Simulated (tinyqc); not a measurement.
# Resistance of a source-drain extension with a graded tip: what changes with what

y runs along the channel, the gate covers y > 0. The doping is N0 for y < y0 and N0 10^(-(y - y0)/la) beyond, uniform over the depth xj. Sheet conductance s(y) = q mu(N) max(N - Nch, 0) xj + (for y > 0) ma Cox Vo, with mu(N) = u0 + (u1 - u0)/(1 + (N/Nr)^au) and Cox = eps0 eox/tox. Current is taken as one-dimensional; depletion of the tip, spreading and the contact are left out. The metallurgical junction lies at yj, where N = Nch.

Inputs (values chosen for the exercise); mobility law close to that of electrons in silicon:
```
symbol   value        unit                                                                 meaning
eox        3.9              relative permittivity of the gate insulator (close to silicon dioxide)
tox        2.2          nm                                                     insulator thickness
N0        1e20       cm^-3                        active doping of the extension far from the gate
la         3.9   nm/decade                                                      lateral abruptness
y0         2.6          nm          position under the gate where the fall begins (gate edge at 0)
xj          18          nm                                                  depth of the extension
Nch     4.6e17       cm^-3                                                          channel doping
Ls          12          nm                                                           spacer length
Vo         0.5           V                                                          gate overdrive
ma         110  cm^2/(V s)                                      mobility of the gate-induced layer
u1        1414  cm^2/(V s)                                                  mobility at low doping
u0        68.5  cm^2/(V s)                                                 mobility at high doping
Nr      9.2e16       cm^-3                                                        reference doping
au       0.711                                                                            exponent
Lg          60          nm                                                             gate length
```

Constants: q = 1.602176634e-19 C, eps0 = 8.8541878128e-14 F/cm where lengths are in cm. Results are converted to the units shown.

Each table varies one quantity; the others keep the values above.

## Abruptness at a fixed junction position

R_spacer = integral of dy/s from -Ls to 0, R_ov from 0 to yj, R_channel = (Lg - 2 yj)/(ma Cox Vo), R_total = 2 R_spacer + 2 R_ov + R_channel. Electrical length L_eff = ma Cox dR_total/d(1/Vo); R_series = R_total - L_eff/(ma Cox Vo). y0 is moved with la so that yj stays at 11.715 nm.

The same in every row: yj (nm) = 11.72; R_channel (ohm um) = 423.6.

Abruptness at a fixed junction position:
```
la (nm/decade)  R_spacer (ohm um)  R_ov (ohm um)  R_total (ohm um)  L_eff (nm)  R_series (ohm um)
1                           5.375          13.21             460.8       37.45              27.02
2.2                         5.375          23.00             480.4       38.46              34.86
3.3                         5.375          31.98             498.3       39.39              42.05
4.5                         5.375          41.77             517.9       40.40              49.90
5.6                         5.564          50.58             535.9       41.33              57.15
6.8                         7.258          58.89             555.9       42.31              65.81
8                           10.80          65.76             576.7       43.23              75.96
9.1                         15.61          71.00             596.8       44.01              86.99
```

As la goes from 1 to 9.1 nm/decade, R_total rises from 461 to 597 ohm um, R_spacer rises from 5.38 to 15.6 ohm um and R_ov rises from 13.2 to 71.0 ohm um. R_total changes on average by 16.8 ohm um for each nm/decade. L_eff exceeds the metallurgical length by 0.877 nm in the first row and 7.44 nm in the last, since the gate also controls the lightly doped tips.

## Effect of the depth of the extension

Same model as above.

The same in every row: yj (nm) = 11.72; R_channel (ohm um) = 423.6.

Result of one run:
```
xj (nm)  R_spacer (ohm um)  R_ov (ohm um)  R_total (ohm um)  L_eff (nm)  R_series (ohm um)
7.7                  12.57          53.30             555.3       42.18              66.77
```

What becomes of these results when the depth of the extension xj is changed from 7.7 to 5.6 nm, all else the same?

Result of the changed run:
```
xj (nm)  R_spacer (ohm um)  R_ov (ohm um)  R_total (ohm um)  L_eff (nm)  R_series (ohm um)
5.6                  17.28          60.06             578.3       43.21              77.79
```

The whole series:
```
xj (nm)  R_spacer (ohm um)  R_ov (ohm um)  R_total (ohm um)  L_eff (nm)  R_series (ohm um)
4                    24.19          67.44             606.9       44.38              92.74
5.6                  17.28          60.06             578.3       43.21              77.79
7.7                  12.57          53.30             555.3       42.18              66.77
11                   8.796          46.07             533.3       41.13              56.89
15                   6.450          40.16             516.8       40.32              49.73
21                   4.607          34.22             501.3       39.56              43.00
29                   3.336          29.02             488.3       38.94              37.27
40                   2.419          24.36             477.2       38.42              32.12
```

As xj goes from 4 to 40, R_total falls from 607 to 477 ohm um, L_eff falls from 44.4 to 38.4 nm and R_series falls from 92.7 to 32.1 ohm um.

tinyqc, about 0.03 s, one thread, Intel Xeon 2.30GHz (shared host): `OMP_NUM_THREADS=1 python tinyqc.py 2282263 2282264 out.jsonl`
